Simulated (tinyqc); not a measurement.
From results back to parameters: two-node Weyl semimetal on a cubic lattice and its slab. Two cases, with inputs chosen for the exercise.

Problem. Along (0,0,kz) the levels of the bulk are -/+ |M|, M = tz (cos k0 - cos kz), with nodes at +/-k0, 0 < k0 < pi. The planes with M < 0, that is |kz| < k0, each carry a Chern number of size one. The gaps at kz = 0 and pi come from hidden tz and k0.

Find: tz; k0; |sigma_xy| = k0/pi.

Method. The gaps are 2 tz (1 - cos k0) and 2 tz (1 + cos k0): their sum is 4 tz, and the gap at pi less the gap at 0, over the sum, is cos k0.

Case 1.

gaps 2|M| (eV): kz = 0 0.23516, kz = pi 1.24484

Solution.

tz = 0.370 eV
k0 = 0.820 1/a
|sigma_xy| = k0/pi = 0.261 e^2/(h a)

Case 2.

gaps 2|M| (eV): kz = 0 0.46686, kz = pi 3.01314

Solution.

tz = 0.870 eV
k0 = 0.750 1/a
|sigma_xy| = k0/pi = 0.239 e^2/(h a)

Computed by tinyqc, one run a case: `OMP_NUM_THREADS=1 python tinyqc.py N N+1 out.jsonl` with N = 1482260, 1482398; one thread of a shared Intel(R) Xeon(R) Processor @ 2.30GHz, about 0.3 s a run at most.
